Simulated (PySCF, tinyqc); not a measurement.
CIS and TDHF on RHF in the sto-6g basis, for H4, spin multiplicity 1, step by step. The lowest restricted solution is unstable here: a spin-polarised one lies 0.0106 hartree lower (PySCF). One step of it, computed by the program tinyqc.

Task: TDHF (RPA) singlet states. B(ia,jb) = 2 (ia|jb) - (ib|ja); the squared energies are the eigenvalues of (A - B)(A + B); 1 hartree = 27.211386 eV.

CIS matrix A, singlet (hartree), order 1>3, 1>4, 2>3, 2>4:
$$\begin{pmatrix}
0.585973 & 0.000000 & 0.000000 & -0.053128 \\
0.000000 & 0.935326 & 0.032279 & 0.000000 \\
0.000000 & 0.032279 & 0.435629 & 0.000000 \\
-0.053128 & 0.000000 & 0.000000 & 0.799621
\end{pmatrix}$$

Two-electron integrals over orbitals (pq|rs), unique and non-zero (hartree):
```
(11|11) 0.468824    (21|21) 0.155357    (22|11) 0.408991    (22|22) 0.427942
(31|11) -0.078844   (31|22) 0.013053    (31|31) 0.109122    (32|21) 0.095100
(32|32) 0.140407    (33|11) 0.417373    (33|22) 0.423957    (33|31) 0.000398
(33|33) 0.440413    (41|21) 0.041985    (41|32) -0.059451   (41|41) 0.101001
(42|11) 0.080841    (42|22) -0.002315   (42|31) -0.102155   (42|33) -0.004041
(42|42) 0.107615    (43|21) -0.151181   (43|32) -0.097550   (43|41) -0.040233
(43|43) 0.162194    (44|11) 0.490472    (44|22) 0.433076    (44|31) -0.081868
(44|33) 0.446253    (44|42) 0.087987    (44|44) 0.537986
```

Give: TDHF matrix B, singlet; squared energies w^2; TDHF energies from the positive w^2.

Result:

TDHF matrix B, singlet (hartree), order 1>3, 1>4, 2>3, 2>4:
$$\begin{pmatrix}
0.1091 & 0.0000 & 0.0000 & -0.1449 \\
0.0000 & 0.1010 & -0.0167 & 0.0000 \\
0.0000 & -0.0167 & 0.1404 & 0.0000 \\
-0.1449 & 0.0000 & 0.0000 & 0.1076
\end{pmatrix}$$

squared energies w^2 (hartree^2): [0.1675, 0.3106, 0.6124, 0.8687]

TDHF energies from the positive w^2 (eV): [11.1384, 15.1642, 21.2944, 25.3616]
